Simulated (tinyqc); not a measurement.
# Chemical-mechanical planarisation: Preston law, pattern density and step-height reduction, step by step

A worked calculation. Computed by tinyqc, a small Python program that keeps every step. Command: `OMP_NUM_THREADS=1 python tinyqc.py 3016642 3016643 out.jsonl cmp walk`. One thread of a shared host (Intel(R) Xeon(R) Processor @ 2.30GHz), about 0.01 s of CPU time with the checks. Intermediate numbers are printed to about 5 digits and carried at full precision; extremes and crossings named in words are read from the listed rows.

A row of 8 cells, repeated periodically, holds raised features that cover a share rho of each cell.

Inputs (values chosen for the exercise, close to those used for oxide polishing):

| quantity | value | unit |
|---|---|---|
| Preston coefficient K | 7e-14 | 1/Pa |
| pressure P | 38 | kPa |
| platen and carrier speed | 93 | rpm |
| distance between the centres | 17 | cm |
| initial step height h0 | 330 | nm |
| contact height h_c | 31 | nm |
| film above the raised areas z0 | 680 | nm |
| cell size | 1.4 | mm |
| planarisation length | 1.8 | mm |
| polish time t | 32 | s |

local pattern densities, cell by cell: 0.9  0.7  0.1  0.8  0.8  0.5  0.4  0.1

## Blanket rate

With equal rotation speeds the relative speed is uniform, v = omega r_c; Preston rate R0 = K P v.

relative speed v = 1.6556 m/s

blanket rate R0 = 4.4039 nm/s

## Effective density

The stiff pad averages the density: rho_eff(i) = sum_j w_ij rho_j / sum_j w_ij, w = exp(-2 d^2/L^2), L the planarisation length and d the distance between cell centres, summed over all periodic images of cell j.

normalised weights (images included) for cells 0, 1, 2, ... apart: 0.62022  0.18497  0.00491  0.00001  0.00000

effective densities: 0.70864  0.62356  0.34783  0.66855  0.73910  0.53650  0.36743  0.30838

Local densities span 0.1 to 0.9, effective ones 0.308 to 0.739.

## State at time t

While h > h_c only raised areas polish, at R0/rho_eff, until t_c = rho_eff (h0 - h_c)/R0. After that h = h_c exp(-(t - t_c)/tau), tau = rho_eff h_c/R0; low areas polish at R0 (1 - h/h_c) and raised areas at R0 [1 + (1 - rho_eff) h/(rho_eff h_c)]. Removed from raised areas after t_c: h0 - h_c + R0 (t - t_c) + (1 - rho_eff)(h_c - h); from low areas: R0 (t - t_c) - rho_eff (h_c - h). Film left = z0 less the removal from raised areas.

Cells:

| cell | rho_eff | t_c (s) | step h (nm) | removed, raised (nm) | removed, low (nm) | film left on raised areas (nm) |
|---|---|---|---|---|---|---|
| 1 | 0.70864 | 48.112 | 131.13 | 198.87 | 0.000 | 481.13 |
| 2 | 0.62356 | 42.335 | 104.00 | 226.00 | 0.000 | 454.00 |
| 3 | 0.34783 | 23.615 | 1.01 | 355.49 | 26.495 | 324.51 |
| 4 | 0.66855 | 45.391 | 119.21 | 210.79 | 0.000 | 469.21 |
| 5 | 0.73910 | 50.180 | 139.33 | 190.67 | 0.000 | 489.33 |
| 6 | 0.53650 | 36.425 | 67.32 | 262.68 | 0.000 | 417.32 |
| 7 | 0.36743 | 24.946 | 2.03 | 348.39 | 20.419 | 331.61 |
| 8 | 0.30838 | 20.937 | 0.19 | 369.03 | 39.218 | 310.97 |

range of film left across the row = 178.36 nm

largest remaining step = 139.33 nm

thinnest film left = 310.97 nm

3 of 8 cells have reached contact. The cell with the lowest rho_eff has lost the most film from its raised areas.

## Local against global planarity over time

Times are multiples of h0/R0; the range is the largest minus the smallest removal from raised areas.

Steps and range (nm):

| multiple | t (s) | largest step | smallest step | range across the row | mean removal from raised areas |
|---|---|---|---|---|---|
| 0.10 | 7.49 | 285.35 | 222.99 | 62.36 | 68.34 |
| 0.20 | 14.99 | 240.70 | 115.98 | 124.72 | 136.68 |
| 0.30 | 22.48 | 196.05 | 15.23 | 182.75 | 204.47 |
| 0.45 | 33.72 | 129.08 | 0.09 | 175.75 | 280.52 |
| 0.60 | 44.96 | 62.11 | 0.00 | 158.34 | 344.36 |
| 0.80 | 59.95 | 4.74 | 0.00 | 143.38 | 416.28 |
| 1.00 | 74.93 | 0.27 | 0.00 | 142.21 | 482.61 |
| 1.30 | 97.41 | 0.00 | 0.00 | 142.14 | 581.62 |
| 1.70 | 127.39 | 0.00 | 0.00 | 142.14 | 713.62 |

Local steps shrink to 0.01 nm or less, but the range across the row reaches up to 182.8 nm among these rows and ends at 142.1 nm, against the limit (largest - smallest rho_eff) h0 = 142.1 nm: once flat, all cells polish alike and the difference stays. Evener density (dummy fill), a longer planarisation length or a smaller initial step reduces it. Caution: in the last rows the removal passes z0 somewhere, so they describe a thicker film than the one given.

Checks made by the program: volume removed per cell equals R0 t (relative difference below 1e-10).
